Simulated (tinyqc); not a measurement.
Gain factor and gap resistance from two string resistances.

Inverse problem. At small bit-line voltage each of the 48 cells has the resistance 1/(K x) at overdrive x (no mobility reduction) in series with a gap resistance Rg. Find K, Rg and the share of the gaps at the higher overdrive.

resistance of a string of 48 equal cells at overdrives of 4 and 7.9 V (kohm): 1225.3091  686.75903

Answer. The resistance per cell is a straight line in 1/x with slope 1/K and intercept Rg.

K = 11.00 uA/V^2
Rg = 2.800 kohm
share of the gaps = 19.57 %

Program tinyqc, `OMP_NUM_THREADS=1 python tinyqc.py 2142031 2142032 out.jsonl`; Intel Xeon 2.30GHz, shared host, one thread, about 0.5 s.
